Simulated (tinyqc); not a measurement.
p-n heterojunction, non-linear Poisson equation by Newton steps, Fermi-Dirac statistics: one step of the calculation.

One dimension, material 1 (p-type) at x < 0 and material 2 (n-type) at x > 0. Band edges: Ec = -psi in material 1 and -psi + dEc in material 2, Ev = Ec - Eg. Flat quasi-Fermi levels: 0 for holes, +V for electrons. n = Nc F((EFn - Ec)/Vt), p = Nv F((Ev - EFp)/Vt), with F(eta) = F_1/2(eta) = (2/sqrt(pi)) int_0^infinity sqrt(u) du/(1 + exp(u - eta)) (Fermi-Dirac statistics); full ionisation, no interface charge, classical densities; the doping types are chosen for the exercise.

Problem. Newton step. Solve the tridiagonal system a_(i-1) d_(i-1) + b_i d_i + a_i d_(i+1) = -F_i for nodes 1 to 9, with d = 0 on fixed nodes. The full step is added.

Values chosen for this exercise:
- T = 250 K (temperature)

Constants: q = 1.602176634e-19 C, kB = 1.380649e-23 J/K, Vt = kB T/q. Results are converted to the units shown.

coupling a_i, interval 0 to 9 (F/cm^2): 6.3029812e-7  7.8015921e-7  9.6174799e-7  1.1995996e-6  1.4776525e-6  1.8068629e-6  5.3255017e-7  1.5875585e-7  4.7371253e-8  1.4180535e-8

```
node	diagonal b (F/cm^2)	residual F (C/cm^2)
1	-1.4104918e-6	-2.4580474e-7
2	-1.7419090e-6	-9.9517217e-8
3	-2.1613478e-6	-8.1334167e-8
4	-2.6772525e-6	-6.6405183e-8
5	-3.2845169e-6	-5.5046193e-8
6	-2.3394134e-6	-7.4543626e-10
7	-6.9130604e-7	-1.0891668e-8
8	-2.0827105e-7	-1.9910376e-8
9	-1.8140219e-6	-3.5516311e-9
```

psi at the start, node 0 to 10 (V): -1.2595666  -0.9993370  -0.9398736  -0.8872459  -0.8430693  -0.8064703  -0.7767454  -0.6792900  -0.4434475  -0.3247902  -0.3236491

Wanted: Newton step d; psi after iteration 1.

Solution.

Newton step d, node 1 to 9 (V): -0.830  -1.185  -1.370  -1.450  -1.470  -1.456  -1.408  -1.176  -0.033
psi after iteration 1, node 0 to 10 (V): -1.260  -1.829  -2.125  -2.257  -2.293  -2.277  -2.233  -2.087  -1.619  -0.357  -0.324

Numbers from tinyqc (`OMP_NUM_THREADS=1 python tinyqc.py 2040118 2040119 out.jsonl`; about 0.2 s on one thread of a shared Intel Xeon 2.30GHz).
